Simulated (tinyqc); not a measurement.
# From one set of inputs to another, one input at a time

Model: carrier lifetime from Shockley-Read-Hall, radiative, Auger and surface recombination. Computed by tinyqc, a small Python program. Command: `OMP_NUM_THREADS=1 python tinyqc.py 3014356 3014357 out.jsonl lifetime ladder`. One thread of a shared host (Intel(R) Xeon(R) Processor @ 2.30GHz), about 0.03 s of CPU time with the checks.

Energies are counted from the top of the valence band. Boltzmann statistics, full ionisation, and equal excess densities of electrons and holes.

The inputs printed are set A. Inputs not listed in the table keep their values of set A, so the rows need not describe a real material.

Inputs (values chosen for the exercise, for a model semiconductor):

| quantity | value | unit |
|---|---|---|
| gap E_g | 1.58 | eV |
| electron mass m_e | 0.0485 | m_0 |
| valleys M_c | 1 | - |
| hole mass m_h | 0.515 | m_0 |
| temperature T | 350 | K |
| doping N | 3.4e+16 | cm^-3 |
| trap level E_t | 0.326 | eV |
| trap density N_t | 2.4e+11 | cm^-3 |
| electron cross-section sigma_n | 1.2e-16 | cm^2 |
| hole cross-section sigma_p | 1.5e-14 | cm^2 |
| radiative coefficient B | 1.6e-10 | cm^3/s |
| Auger coefficient C_n | 9.5e-31 | cm^6/s |
| Auger coefficient C_p | 5.6e-32 | cm^6/s |
| excess density dn | 9.3e+15 | cm^-3 |
| generation rate G | 1.7e+22 | cm^-3 s^-1 |
| diffusion coefficient D | 51 | cm^2/s |
| surface velocity S | 12 | cm/s |
| thickness W | 12 | micrometre |

Doping: p-type. Surface term: two equal surfaces.

Constants: m_0 = 9.1093837015e-31 kg; k_B = 1.380649e-23 J/K; h = 6.62607015e-34 J s; k_B = 8.617333262e-05 eV/K.

Method:
- N_c = 2 M_c (2 pi m_e k_B T/h^2)^(3/2) and N_v = 2 (2 pi m_h k_B T/h^2)^(3/2), masses in units of m_0.
- n_i = sqrt(N_c N_v) exp(-E_g/2 k_B T); majority density N/2 + sqrt(N^2/4 + n_i^2), minority density n_i^2 over it.
- v = sqrt(3 k_B T/m) with m_e or m_h; tau_n0 = 1/(sigma_n v_n N_t), tau_p0 = 1/(sigma_p v_p N_t); n1 = N_c exp(-(E_g - E_t)/k_B T), p1 = N_v exp(-E_t/k_B T).
- The slowest diffusion mode has x tan x = S W/(2 D) with 0 < x < pi/2 (bisection), and tau_s = W^2/(4 x^2 D). The common approximation is W/(2 S) + W^2/(pi^2 D).
- With n = n_0 + dn, p = p_0 + dn and U/dn = 1/tau: (n p - n_i^2)/dn = n_0 + p_0 + dn = s; 1/tau_SRH = s/[tau_p0 (n + n1) + tau_n0 (p + p1)]; 1/tau_rad = B s; 1/tau_Aug = (C_n n + C_p p) s; the rates add, with 1/tau_s.
- Radiative efficiency = tau_eff/tau_rad; effective diffusion length = sqrt(D tau_eff).
- dn solves dn/tau_eff(dn) = G (60 bisections in ln dn between 1e-2 and 1e22 cm^-3); the splitting of the quasi-Fermi levels is k_B T ln(n p/n_i^2).

Each row keeps all changes above it:

| input moved | from | to | radiative efficiency at dn | quasi-Fermi splitting under G (eV) | effective diffusion length at dn (micrometre) |
|---|---|---|---|---|---|
| set A | - | - | 0.9968 | 1.263 | 27.09 |
| hole cross-section sigma_p (cm^2) | 1.5e-14 | 1.3e-16 | 0.9969 | 1.263 | 27.09 |
| electron cross-section sigma_n (cm^2) | 1.2e-16 | 9.7e-16 | 0.9967 | 1.262 | 27.09 |
| Auger coefficient C_p (cm^6/s) | 5.6e-32 | 5.7e-31 | 0.9966 | 1.262 | 27.09 |
| trap density N_t (cm^-3) | 2.4e+11 | 9e+12 | 0.9855 | 1.262 | 26.93 |
| doping N (cm^-3) | 3.4e+16 | 1e+18 | 0.9937 | 1.262 | 5.60 |
| radiative coefficient B (cm^3/s) | 1.6e-10 | 1.3e-14 | 0.0127 | 1.416 | 70.33 |
| generation rate G (cm^-3 s^-1) | 1.7e+22 | 3.5e+20 | 0.0127 | 1.296 | 70.33 |

Radiative efficiency at dn goes from 0.997 to 0.0127, a factor 0.0128 in all. The largest single move comes from radiative coefficient B (a factor 0.0128). quasi-Fermi splitting under G goes from 1.26 to 1.30, a factor 1.026 in all. The largest single move comes from radiative coefficient B (a factor 1.12), and generation rate G works against it (a factor 0.915). Effective diffusion length at dn goes from 27.1 to 70.3, a factor 2.60 in all. The largest single move comes from radiative coefficient B (a factor 12.6), and doping N works against it (a factor 0.208). The single moves hold for this order of the switches; the total does not depend on the order.

Caution (rows radiative coefficient B, generation rate G): B does not suit these bands: it is usually near 1e-10 cm^3/s for a direct gap and 1e-14 for an indirect one.

Extremes, crossings and ranges named in words are read from the listed rows.
